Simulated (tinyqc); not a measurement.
# MOSFET in saturation, small-signal circuit and noise: effects of single changes

Bias by the inversion coefficient IC = I/Ispec (charge-based model with velocity saturation; weak inversion below 0.1, strong above 10). Common-source circuit: gm, gds, Cgs, Cgd and Cj at the inner nodes, Rg in series with the gate; quasi-static, no source or drain resistance, no gate-body capacitance, no substrate network, no induced gate noise, so fmax is an upper estimate.

Parameters, values chosen for the exercise: temperature T = 300 K; gate length L = 28 nm; total gate width W = 20 um; gate capacitance Cox = 0.89 uF/cm^2; mobility mu = 180 cm^2/(V s); slope factor n = 1.41; velocity-saturation length Ls = 20 nm; ratio gds/gm sg = 0.15; overlap and fringe capacitance per side Cov = 0.44 fF/um; drain junction capacitance Cj = 0.38 fF/um; sheet resistance of the gate Rsh = 10 ohm; finger width Wf = 2 um; gate contact and vertical resistance Rc = 300 ohm um; inversion coefficient IC = 0.49; short-channel excess of the noise factor gw = 0.11; oxide trap density Nt = 8.2e16 cm^-3 eV^-1; tunnelling length into the oxide lt = 0.1 nm; Coulomb scattering coefficient ac = 0 V s/C.

Constants: q = 1.602176634e-19 C, kB = 1.380649e-23 J/K, Vt = kB T/q. Results are converted to the units shown.

Each table varies one quantity; the others keep the values above.

## Effect of the gate length on speed and noise

Ispec = 2 n mu Cox (W/L) Vt^2, lc = Ls/L, gms = [sqrt((lc IC + 1)^2 + 4 IC) - 1]/[2 + lc (lc IC + 1)], gm = gms Ispec/(n Vt), gds = sg gm. qs = [sqrt(1 + 4 IC) - 1]/2, Cgs = Cox W L qs (2 qs + 3)/(3 (qs + 1)^2) + Cov W, Cgd = Cov W, Cd = Cj W, Rg = Rsh (Wf/L)/(12 Nf) + Rc/W with Nf = W/Wf fingers (not rounded) contacted at both ends. fT = gm/(2 pi (Cgs + Cgd)), fmax = fT/(2 sqrt(Rg (gds + 2 pi fT Cgd))). Channel noise Sid = 4 kB T gam n gm with gam = (1/2 + (2/3) qs)/(1 + qs) + gw lc IC, qs = [sqrt(1 + 4 IC) - 1]/2, lc = Ls/L (the last term an empirical rise with velocity saturation); at the gate, white noise Sw = Sid/gm^2 + 4 kB T Rg. Number fluctuation with correlated mobility: S(f) = K/f, K = q^2 Vt lt Nt/(W L Cox^2) (1 + ac mu Cox I/gm)^2, Vt in eV with Nt per eV. Corner fc = K/Sw. IC is held fixed, and so is sg.

Results:
```
L (nm)  I (uA)  Rg (ohm)  fT (GHz)  fmax (GHz)  sqrt(Sw) (nV/Hz^0.5)  fc (MHz)
20      147.94    23.333    21.374      56.129                2.4540    28.520
32      92.465    20.208    14.103      48.829                2.8918    12.836
50      59.177    18.333    9.0637      40.895                3.4719    5.6994
130     22.761    16.282    3.0914      24.805                5.3780   0.91354
200     14.794    15.833    1.7917      18.807                6.6177   0.39217
320     9.2465    15.521   0.94000      13.359                8.3263   0.15483
500     5.9177    15.333   0.48382      9.2531                10.375  0.063816
```

Estimate the missing row, L = 79 nm.

Computed row:
```
L (nm)  I (uA)  Rg (ohm)  fT (GHz)  fmax (GHz)  sqrt(Sw) (nV/Hz^0.5)  fc (MHz)
79      37.454    17.110    5.5344      32.819                4.2580    2.3981
```

With this row back in the table: As L goes from 20 to 500 nm, fT falls from 21.4 to 0.484 GHz, fmax falls from 56.1 to 9.25 GHz, the white noise rises from 2.45 to 10.4 nV/Hz^0.5 and the corner falls from 28.5 to 0.0638 MHz. fT goes as L^(-0.88) between the first two rows and L^(-1.49) between the last two; with no overlap and no velocity saturation it would go as 1/L^2. For L = 50 to 500 nm fmax exceeds 4 fT, where channel resistance and substrate losses, left out here, would cap it.

## Effect of the inversion coefficient on speed and noise

Same model as above.

Corner fc = K/Sw. IC is held fixed.

The same in every row: Rg (ohm) = 20.95.

Effect of the inversion coefficient on speed and noise:
```
IC    I (uA)  fT (GHz)  fmax (GHz)  sqrt(Sw) (nV/Hz^0.5)  fc (MHz)
0.03   6.470     1.528       15.91                 8.361     1.755
0.1    21.57     4.617       27.61                 4.866     5.180
0.3    64.70     11.27       43.01                 3.202     11.96
1      215.7     24.78       63.44                 2.313     22.93
3      647.0     41.02       81.30                 2.032     29.70
10      2157     55.11       93.96                 2.239     24.48
30      6470     60.78       98.53                 3.040     13.27
```

Read the table: what changes, and by how much?

As IC goes from 0.03 to 30, fT rises from 1.53 to 60.8 GHz, fmax rises from 15.9 to 98.5 GHz, the white noise goes from 8.36 through a minimum of 2.03 (at IC = 3 among the rows listed) to 3.04 nV/Hz^0.5 and the corner goes from 1.75 through a maximum of 29.7 (at IC = 3 among the rows listed) to 13.3 MHz. For IC = 0.03 to 0.1 fmax exceeds 4 fT, where channel resistance and substrate losses, left out here, would cap it.

## Integrated noise against bandwidth

Same model as above.

Corner fc = K/Sw. Mean square from f1 = 100 Hz to B: Sw (B - f1) + K ln(B/f1).

Integrated noise against bandwidth:
```
B (Hz)  spot noise at B (nV/Hz^0.5)  white part (uV rms)  1/f part (uV rms)  total (uV rms)
1000                          350.3              0.08251              16.81           16.81
10000                         110.8               0.2737              23.77           23.77
1e5                           35.13               0.8693              29.11           29.12
1e6                           11.41                2.750              33.61           33.73
1e7                           4.453                8.697              37.58           38.57
1e8                           2.965                27.50              41.17           49.51
1e9                           2.773                86.97              44.47           97.68
```

The 1/f part adds the same power, K ln 10, in each decade and grows only from 16.8 to 44.5 uV; the white part grows as sqrt(B). It overtakes the 1/f part by B = 1e9 Hz among the rows, above the corner fc = 1.62e7 Hz of the spot noise.

Numbers from tinyqc (`OMP_NUM_THREADS=1 python tinyqc.py 2150121 2150122 out.jsonl`; about 0.01 s on one thread of a shared Intel Xeon 2.30GHz).
